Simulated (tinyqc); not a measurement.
## Trap density from swing and capacitance

Question. In an MOS structure at one bias the subthreshold swing is S = Vt ln 10 (1 + (Cd + q Dit)/Cox) and 1/C_HF = 1/Cox + 1/Cd, Cox = 3.9 eps0/EOT. Find Cd and Dit.

Values chosen for this exercise:

| symbol | value | unit | meaning |
|---|---|---|---|
| T | 200 | K | temperature |
| EOT | 3.2 | nm | equivalent oxide thickness |

Constants: q = 1.602176634e-19 C, kB = 1.380649e-23 J/K, Vt = kB T/q, eps0 = 8.8541878128e-14 F/cm where lengths are in cm. Results are converted to the units shown.

S = 74.306081 mV/decade
C_HF = 130.24275 nF/cm^2

Solution. C_HF gives Cd, and the swing gives Cd + q Dit.

Cd = 148.1 nF/cm^2
Dit = 4.952e12 cm^-2 eV^-1

Computed by the program tinyqc: `OMP_NUM_THREADS=1 python tinyqc.py 2030035 2030036 out.jsonl`, one thread of a shared Intel Xeon 2.30GHz, about 0.01 s for the whole run.
